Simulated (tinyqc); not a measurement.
# Deep-level transient spectroscopy (DLTS) of one majority-carrier trap, step by step

A worked calculation. Computed by tinyqc, a small Python program that keeps every step. Command: `OMP_NUM_THREADS=1 python tinyqc.py 3022663 3022664 out.jsonl dlts walk`. One thread of a shared host (Intel(R) Xeon(R) Processor @ 2.30GHz), about 0.08 s of CPU time with the checks. Intermediate numbers are printed to about 6 digits and carried at full precision; extremes and crossings named in words are read from the listed rows.

A filling pulse loads the traps in a one-sided junction; under reverse bias they empty at the rate e, and the capacitance relaxes as C(t) = C_0 - dC exp(-e t). The signal is S = [C(t_2) - C(t_1)]/dC.

Inputs (values chosen for the exercise, for a model semiconductor):

| quantity | value | unit |
|---|---|---|
| density-of-states mass m | 0.314 | m_0 |
| valleys M | 3 | - |
| trap depth E_t | 0.148 | eV |
| cross-section sigma_0 | 5.6e-17 | cm^2 |
| degeneracy ratio g | 1 | - |
| gate time t_1 | 0.001 | s |
| ratio t_2/t_1 | 2.5 | - |
| temperature T | 100 | K |
| doping N | 2.5e+15 | cm^-3 |
| trap density N_t | 3.4e+12 | cm^-3 |
| dielectric constant eps | 7.37 | - |
| built-in voltage V_b | 0.64 | V |
| reverse bias V_r | 3.9 | V |
| diode area | 0.0037 | cm^2 |
| mean field F | 37000 | V/cm |

Carriers: electrons. Extra term: Poole-Frenkel lowering.

Constants: k_B = 8.617333262e-05 eV/K; k_B = 1.380649e-23 J/K; m_0 = 9.1093837015e-31 kg; h = 6.62607015e-34 J s; e = 1.602176634e-19 C; eps_0 = 8.8541878128e-12 F/m.

## Emission rate at T

e = g sigma v N_b exp(-E/k_B T), v = sqrt(3 k_B T/m), N_b = 2 M (2 pi m k_B T/h^2)^(3/2), sigma = sigma_0, E = E_t - dE with the one-dimensional Poole-Frenkel lowering dE = sqrt(e^3 F/(pi eps eps_0)), F being held as an input apart from the bias (the centre is charged when empty).

thermal velocity v = 1.20335e+07 cm/s

N_b = 2.54921e+18 cm^-3

sigma = 5.60e-17 cm^2

E = 0.0942259 eV

emission rate e = 30634.4 1/s

## Rate window and signal

S(e) = exp(-e t_1) - exp(-e t_2) peaks at the rate window e_0 = ln(t_2/t_1)/(t_2 - t_1).

rate window e_0 = 610.860 1/s

peak height S_max = 0.325730

signal at T = 4.96183e-14

At this T the trap empties faster than the window, by a factor 50.1: the point lies on the high-temperature side of the peak.

## Peak temperature and width

T_p solves e(T) = e_0 (bisection between 15 and 1500 K); the half-height points solve S = S_max/2 on either side.

peak temperature T_p = 76.4048 K

lower half-height point = 69.9874 K

upper half-height point = 81.6162 K

full width = 11.6288 K

The width is 15.2 % of T_p, and E_t is 22.5 k_B T_p.

## Peaks for six windows

t_1 is scaled by 0.1, 0.3, 1, 3, 10 and 30 at fixed t_2/t_1; each T_p by bisection.

Arrhenius data:

| t_1 (s) | e_0 (1/s) | T_p (K) | 1/(k_B T_p) (1/eV) | ln(e_0/T_p^2) |
|---|---|---|---|---|
| 0.0001 | 6108.60 | 88.8265 | 130.643 | -0.25592 |
| 0.0003 | 2036.20 | 82.4629 | 140.724 | -1.20586 |
| 0.0010 | 610.86 | 76.4048 | 151.882 | -2.25722 |
| 0.0030 | 203.62 | 71.5654 | 162.153 | -3.22497 |
| 0.0100 | 61.09 | 66.8868 | 173.495 | -4.29372 |
| 0.0300 | 20.36 | 63.0968 | 183.916 | -5.27567 |

## Arrhenius fit

Least squares of ln(e_0/T_p^2) on 1/(k_B T_p): slope -E_a, intercept ln(gamma sigma_a) with gamma = v N_b/T^2 = sqrt(3 k_B/m) 2 M (2 pi m k_B/h^2)^(3/2). For comparison, the slope of ln e_0 alone.

apparent depth E_a = 0.0942259 eV

intercept = 12.0540

gamma = 3.06760e+21 cm^-2 s^-1 K^-2

apparent cross-section = 5.60000e-17 cm^2

slope without T^2 = 0.107043 eV

The apparent depth is 0.0942 eV against E_t = 0.148 eV, and the apparent cross-section is 1.00 times sigma_0: the field lowers the slope, so the depth must be extrapolated to zero field against sqrt(F). Leaving out the T^2 factor overstates the slope by 13 meV, about 2 k_B T_p.

## Signal size and trap density

W = sqrt(2 eps eps_0 (V_b + V_r)/(e N)), C_0 = eps eps_0 area/W. The pulse goes to zero bias, W_0 = W(V_r = 0). Traps within lambda = sqrt(2 eps eps_0 (E_t - E_F)/(e^2 N)) of the depletion edge stay filled, with E_F = k_B T_p ln(N_b/N) from the band, N_b = 2 M (2 pi m k_B T_p/h^2)^(3/2) (dopants taken as fully ionised). dC = C_0 (N_t/2N) f, f = [(W - lambda)^2 - max(W_0 - lambda, 0)^2]/W^2. The simple estimate is 2 N dC/C_0.

depletion width W = 1.21626 micrometre

C_0 = 19.8514 pF

lambda = 0.185009 micrometre

f = 0.669029

transient amplitude dC = 9.03121 fF

simple estimate of N_t = 2.27470e+12 cm^-3

The simple estimate finds 67 % of the traps.

Checks made by the program: the maximum of S(T) on a fine grid against T_p (relative difference below 1e-10).
